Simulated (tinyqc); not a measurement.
What moves the results: model-solid line-up of a strained alloy layer on a substrate. A value that a table varies takes the place of the one given here.

All values of the alloy are linear in x but the gap, Eg(x) = (1 - x) Eg_A + x Eg_B - C x (1 - x), and the valence edge, Ev(x) = (1 - x) Ev_A + x Ev_B + fv C x (1 - x); Ec = Ev + Eg. Ev is the top of the unstrained valence band on a scale common to all materials. In the layer only the Gamma valley of the conduction band is followed, also where an X or L valley would lie lower.

Coherent growth on a (001) face: e_par = (a_s - a)/a, e_perp = -2 (C12/C11) e_par; exx = eyy = e_par, ezz = e_perp, no shear.

Strained edges: Ec + ac tr(e); the valence edges are Ev plus the levels of the 6 x 6 matrix of X, Y, Z times spin with -Dso/3 + l exx + m (eyy + ezz) on the diagonal (cyclic), n exy off it, l = av + 2 b, m = av - b, n = sqrt(3) d. Spin-orbit term (Dso/3) L.sigma on X, Y, Z with (L_k)_ij = -i epsilon_kij: <X+|H|Y+> = -i Dso/3, <X+|H|Z-> = Dso/3, <Y+|H|Z-> = -i Dso/3, <Z+|H|X-> = -Dso/3, <Z+|H|Y-> = i Dso/3, <X-|H|Y-> = i Dso/3, and their conjugates; + and - are the spin along z.

dEc = Ec(substrate) - Ec(layer), dEv = Ev(layer) - Ev(substrate); positive values confine the carrier in the layer. Type I: both of one sign; type II: opposite signs; type III: the gaps do not overlap.

Coherent growth: e_par = (a_s - a)/a. (001): e_perp = -2 (C12/C11) e_par; exx = eyy = e_par, ezz = e_perp, no shear. (111): e_perp = -(2 C11 + 4 C12 - 4 C44)/(C11 + 2 C12 + 4 C44) e_par; exx = eyy = ezz = (2 e_par + e_perp)/3 and exy = eyz = ezx = (e_perp - e_par)/3. (110): e_perp = -(C11 + 3 C12 - 2 C44)/(C11 + C12 + 2 C44) e_par; exx = eyy = (e_par + e_perp)/2, ezz = e_par, exy = (e_perp - e_par)/2, eyz = ezx = 0.

Values chosen for the exercise (A near GaP, B near InP, substrate near GaAs; the results hold for these values, not for the real material): a = (5.445, 5.861) angstrom (lattice constant of A, B); Eg = (2.897, 1.41) eV (gap at Gamma to the s-like level of A, B); Dso = (0.079, 0.107) eV (spin-orbit splitting of A, B); Ev = (-1.27, -0.94) eV (top of the unstrained valence band of A, B); ac = (-8.18, -5.99) eV (conduction deformation potential of A, B); av = (1.7, 0.59) eV (valence hydrostatic potential of A, B); b = (-1.58, -2.01) eV (tetragonal shear potential of A, B); d = (-4.63, -5.03) eV (trigonal shear potential of A, B); C11 = (141.1, 102.4) GPa (of A, B); C12 = (61.9, 56.1) GPa (of A, B); C44 = (69.9, 46.1) GPa (of A, B); C = 0.771 eV (bowing of the gap); fv = 0.2 (share of the bowing taken by the valence edge); a_s = 5.659 angstrom (substrate); Eg_s = 1.528 eV (lowest gap of the substrate); Ev_s = -0.8 eV (substrate valence edge); face = 001 (growth face); x = 0.36 (fraction of B).

## Composition against offsets

Each composition is strained to the same substrate.

Results:

| x | e_par (%) | relaxed gap (eV) | strained gap (eV) | valence splitting (meV) | dEc (eV) | dEv (eV) | type |
|---|---|---|---|---|---|---|---|
| 0.12 | 2.99 | 2.637 | 2.163 | 255 | -0.434 | -0.200 | I |
| 0.24 | 2.06 | 2.399 | 2.086 | 178 | -0.338 | -0.219 | I |
| 0.35 | 1.22 | 2.201 | 2.025 | 104 | -0.257 | -0.239 | I |
| 0.47 | 0.33 | 2.006 | 1.964 | 25 | -0.177 | -0.259 | I |
| 0.58 | -0.48 | 1.847 | 1.868 | 28 | -0.111 | -0.229 | I |
| 0.70 | -1.35 | 1.694 | 1.744 | 50 | -0.048 | -0.168 | I |
| 0.81 | -2.13 | 1.574 | 1.637 | 58 | 0.003 | -0.112 | II |
| 0.93 | -2.96 | 1.464 | 1.529 | 63 | 0.049 | -0.050 | II |

The alloy matches the substrate at x = 0.514, where the top valence edge changes its character and the splitting passes through zero. The strained gap runs from 2.163 to 1.529 eV, against 2.637 to 1.464 eV for the relaxed alloy: strain takes back part of the change that the composition makes. Strains above 2 % can be kept only in layers of a few nanometres. The type changes: I to II between x = 0.70 and 0.81. Offsets below about 50 meV are within the spread of parameter sets, so those rows do not settle the type. Where the alloy is indirect its X or L edge, left out, lies lower and sets the real gap and dEc.

## The same layer on three faces

Composition and substrate are kept.

Results:

| face | e_perp (%) | tr(e) (%) | shift of Ec (meV) | shift of Ev (meV) | valence splitting (meV) | gap (eV) |
|---|---|---|---|---|---|---|
| (001) | -1.080 | 1.216 | -89.9 | 74.7 | 97.5 | 2.0195 |
| (111) | -0.579 | 1.717 | -126.9 | 97.5 | 122.8 | 1.9596 |
| (110) | -0.682 | 1.614 | -119.3 | 92.9 | 115.2 | 1.9718 |

The layer yields most along the normal on (001) and least on (111), so the volume change, and with it the shift of Ec, is largest on (111). The valence splitting, set by b on (001), by d on (111) and by both on (110), is largest on (111). The gaps span 60 meV, from (111) to (001).

## What each parameter does

Strained gap, valence splitting and offsets. Each row changes one parameter from the base and keeps the others.

Results:

| case | gap (eV) | splitting (meV) | dEc (eV) | dEv (eV) |
|---|---|---|---|---|
| base | 2.0195 | 97.5 | -0.2505 | -0.2410 |
| x = 0.34 | 2.0299 | 111.0 | -0.2645 | -0.2373 |
| a_s = 5.639 angstrom | 2.0734 | 64.4 | -0.2785 | -0.2670 |
| C = 0.871 eV | 1.9964 | 97.5 | -0.2320 | -0.2364 |
| fv = 0.4 | 2.0195 | 97.5 | -0.2860 | -0.2055 |
| Ev_s = -0.75 eV | 2.0195 | 97.5 | -0.2005 | -0.2910 |
| d = (-5.324, -5.784) eV | 2.0195 | 97.5 | -0.2505 | -0.2410 |
| Dso = (0.091, 0.123) eV | 2.0210 | 96.0 | -0.2505 | -0.2425 |
| b = (-1.817, -2.311) eV | 2.0089 | 113.8 | -0.2505 | -0.2305 |

The largest shifts from the base row, up to three for each result and ties (the steps differ in size, so this ranks the rows, not the parameters). gap (eV): a_s +0.0540, C -0.0230, b -0.0105; unchanged at the printed digits by fv, Ev_s and d. splitting (meV): a_s -33.1, b +16.3, x +13.5; unchanged at the printed digits by C, fv, Ev_s and d. dEc (eV): Ev_s +0.0500, fv -0.0355, a_s -0.0280; unchanged at the printed digits by d, Dso and b. dEv (eV): Ev_s -0.0500, fv +0.0355, a_s -0.0260; unchanged at the printed digits by d.

tinyqc: `OMP_NUM_THREADS=1 python tinyqc.py 1080735 1080736 out.jsonl`; about 0.01 s, one thread, shared Intel(R) Xeon(R) Processor @ 2.30GHz.
